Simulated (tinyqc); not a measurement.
Comparisons within one model: virtual-crystal alloy A(1-x)B(x) in sp3s* tight binding. A value that a table varies takes the place of the one given here.

sp3s* tight binding, nearest neighbours only: anion (a) at 0, cation (c) at a/4 (1,1,1), orbitals s, px, py, pz, s* on each; k in units of 2 pi/a. With phases e_j = exp(i (pi/2) k.n_j) for n = (1,1,1), (1,-1,-1), (-1,1,-1), (-1,-1,1): g0 = (e1+e2+e3+e4)/4, g1 = (e1+e2-e3-e4)/4, g2 = (e1-e2+e3-e4)/4, g3 = (e1-e2-e3+e4)/4. The diagonal holds the levels Esa, Epa, Exa (s*) and Esc, Epc, Exc. Anion-cation block: <sa|sc> = Vss g0; <sa|xc> = Vsapc g1; <xa|sc> = -Vscpa g1; <xa|xc> = Vxx g0; <xa|yc> = <ya|xc> = Vxy g3, <xa|zc> = <za|xc> = Vxy g2, <ya|zc> = <za|yc> = Vxy g1; <s*a|xc> = Vxapc g1; <xa|s*c> = -Vpaxc g1; y and z take g2 and g3 in place of g1; s-s* and s*-s* vanish.

Virtual crystal: a(x) = (1 - x) aA + x aB (Vegard); the six levels are averaged linearly; the seven couplings follow Harrison's rule, V(x) a(x)^2 = (1 - x) V_A aA^2 + x V_B aB^2. No spin-orbit coupling and no disorder. Gaps are measured from the top of the valence band at Gamma; the Delta value is the minimum on (kx,0,0) for kx from 0.5 to 1.

Inputs chosen for the exercise (A near a published set for Si, B for Ge; such sets place X and L only to about 0.5 eV; shifted at random, so the results belong to these values and not to a real crystal): aA = 5.426 angstrom (lattice constant of A); aB = 5.654 angstrom (of B); pA = (-4.202, 1.712, -4.202, 1.712, 6.67, 6.67, -8.293, 1.712, 4.559, 5.717, 5.717, 5.36, 5.36) eV (order Esa, Epa, Esc, Epc, Exa, Exc, Vss, Vxx, Vxy, Vsapc, Vscpa, Vxapc, Vpaxc); pB = (-5.874, 1.615, -5.874, 1.615, 6.391, 6.391, -6.768, 1.606, 4.904, 5.48, 5.48, 5.236, 5.236) eV (the same for B); x = 0.11 (fraction of B).

## Gaps across the alloy

Bowing b from E(x) = (1 - x) E(0) + x E(1) - b x (1 - x), taken at x = 0.5.

Gaps (eV):

| x | a (angstrom) | Gamma | Delta | L |
|---|---|---|---|---|
| 0.000 | 5.4260 | 3.4240 | 1.1691 | 2.4890 |
| 0.125 | 5.4545 | 3.3962 | 1.1214 | 2.2619 |
| 0.250 | 5.4830 | 3.2669 | 1.0734 | 2.0375 |
| 0.375 | 5.5115 | 2.8607 | 1.0251 | 1.8161 |
| 0.500 | 5.5400 | 2.4583 | 0.9765 | 1.5979 |
| 0.625 | 5.5685 | 2.0596 | 0.9275 | 1.3830 |
| 0.750 | 5.5970 | 1.6646 | 0.8783 | 1.1715 |
| 0.875 | 5.6255 | 1.2731 | 0.8288 | 0.9637 |
| 1.000 | 5.6540 | 0.8850 | 0.7790 | 0.7596 |

bowing (eV): Gamma -1.215, Delta -0.010, L 0.106

What can be read from the table?

The lowest valley changes from the Delta line to L near x = 0.98 (linear estimate between rows). The bowing is -1.215 (Gamma), -0.010 (Delta) and +0.106 eV (L); a positive value means that the gap sags below the straight line. At Gamma the lowest empty level is s-like at one end and p-like at the other, so that column has a kink and its b is no true bowing. The virtual crystal leaves out the part of the bowing that comes from disorder and bond relaxation, and this model places the Delta and L valleys only roughly, so crossings, or their absence, can differ from those of the real alloy.

## Two ways to average the couplings

The gaps with the 1/a^2 rule and with a plain linear average of all thirteen parameters.

Gaps (eV):

| x | Gamma | Delta | L | Gamma, linear | Delta, linear | L, linear |
|---|---|---|---|---|---|---|
| 0.10 | 3.4017 | 1.1310 | 2.3071 | 3.4028 | 1.1313 | 2.3120 |
| 0.25 | 3.2669 | 1.0734 | 2.0375 | 3.2895 | 1.0742 | 2.0477 |
| 0.50 | 2.4583 | 0.9765 | 1.5979 | 2.4880 | 0.9776 | 1.6114 |
| 0.75 | 1.6646 | 0.8783 | 1.1715 | 1.6865 | 0.8792 | 1.1815 |
| 0.90 | 1.1952 | 0.8189 | 0.9226 | 1.2056 | 0.8193 | 0.9274 |

How do the results move?

At x = 0.5 the two rules differ by -29.7 (Gamma), -1.1 (Delta) and -13.5 meV (L), with lattice constants 4.20 % apart: in terms of bowing, b = 4 times the sag at x = 0.5, the rule adds +0.119, +0.004 and +0.054 eV. The ends x = 0 and 1 are the same under both rules.

## Composition and lattice constants

Gaps of the alloy. Each row changes one parameter from the base and keeps the others.

Results:

| case | gap Gamma (eV) | gap Delta (eV) | gap L (eV) | kx of the Delta minimum |
|---|---|---|---|---|
| base | 3.3995 | 1.1271 | 2.2890 | 0.739 |
| x = 0.16 | 3.3885 | 1.1080 | 2.1988 | 0.742 |
| aA = 5.317 angstrom | 3.3993 | 1.1270 | 2.2869 | 0.739 |
| aB = 5.767 angstrom | 3.3993 | 1.1270 | 2.2869 | 0.739 |

What does this show?

The largest shifts from the base row, up to three for each result and ties (the steps differ in size, so this ranks the rows, not the parameters). gap Gamma (eV): x -0.0110, aA -0.0002, aB -0.0002. gap Delta (eV): x -0.0191, aA -0.0002, aB -0.0001. gap L (eV): x -0.0902, aA -0.0021, aB -0.0021. kx of the Delta minimum: x +0.003; unchanged at the printed digits by aA and aB. The lattice constants enter only through the weights of the couplings.

(tinyqc, `OMP_NUM_THREADS=1 python tinyqc.py 1481611 1481612 out.jsonl`, Intel(R) Xeon(R) Processor @ 2.30GHz, 1 thread, shared host, about 0.07 s.)
